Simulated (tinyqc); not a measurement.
Width and zero-phonon weight against temperature: configuration-coordinate model of a defect: Huang-Rhys factor and luminescence line shape. Computed by tinyqc, a small Python program. Command: `OMP_NUM_THREADS=1 python tinyqc.py 3012163 3012164 out.jsonl ccline walk`. One thread of a shared host (Intel(R) Xeon(R) Processor @ 2.30GHz), about 0.01 s of CPU time with the checks.

Ground state E_g(Q) = (1/2) omega_g^2 Q^2; excited state E_e(Q) = E_0 + (1/2) omega_e^2 (Q - dQ)^2 with omega_e = omega_g and E_0 = E_ZPL. Q is mass-weighted; the dipole does not depend on Q (Condon approximation).

Inputs (values chosen for the exercise, for a model defect): zero-phonon energy E_ZPL = 1.14 eV; displacement dQ = 1.38 u^(1/2) angstrom; ground-state phonon hbar omega_g = 19 meV.

Modes: equal frequencies in both states.

Constants: hbar^2/u = 4.18015928e-03 eV angstrom^2; k_B = 8.617333262e-05 eV/K.

Method:
- S = hbar omega dQ^2/(2 hbar^2/u) for each state; relaxation energy S hbar omega; absorption at E_0 + S_e hbar omega_e, emission at E_0 - S_g hbar omega_g; the Stokes shift is their difference.
- Overlaps <m_e|n_g> of harmonic-oscillator functions (Hermite recursion, positive leading coefficients) by a sum over an even grid (700 points from x = -9 to 9 + d for the small table, 1500 points from -16 to 16 + d for the thermal sums), with x = Q sqrt(omega_g/hbar), d = sqrt(2 S_g) and frequency ratio omega_e/omega_g.
- Initial levels m = 0..24 carry Boltzmann weights exp(-m hbar omega_e/k_B T), normalised; final levels n = 0..79; a line lies at E_ZPL + m hbar omega_e - n hbar omega_g with weight w_m <m|n>^2. Moments are taken over these weights without the E^3 factor; FWHM = 2 sqrt(2 ln 2) x standard deviation; the zero-phonon weight is the sum of w_m <m|m>^2.
- For comparison: FWHM(0) sqrt(coth(hbar omega_e/2 k_B T)) with FWHM(0) from the first row, and exp(-S_g coth(hbar omega_e/2 k_B T)).

S_g = 4.32802

Against temperature:
```
T (K)  mean energy (eV)  FWHM (eV)  coth law (eV)  zero-phonon weight  exp(-S coth)
11               1.0578    0.09308        0.09308            0.013194    1.3194e-02
33               1.0578    0.09320        0.09320            0.013360    1.3051e-02
66               1.0578    0.09644        0.09644            0.017768    9.6018e-03
110              1.0578    0.10659        0.10659            0.029250    3.4275e-03
180              1.0578    0.12598        0.12598            0.043689    3.6020e-04
260              1.0578    0.14712        0.14712            0.052010    2.0160e-05
370              1.0578    0.17301        0.17301            0.056106    3.2058e-07
```

What follows from these numbers?

The width grows by a factor 1.86, flat while k_B T is well below hbar omega and as sqrt(T) above; for equal frequencies the coth law is exact. The mean energy stays fixed, as it must for equal frequencies. The zero-phonon weight goes from 0.0132 to 0.0561; the single exponential assumes equal frequencies, leaves out lines that absorb and emit the same number of phonons, and falls to 3.21e-7. The rise of the weight is a feature of one sharp mode; with a spread of mode energies those lines leave the zero-phonon energy and the weight falls.
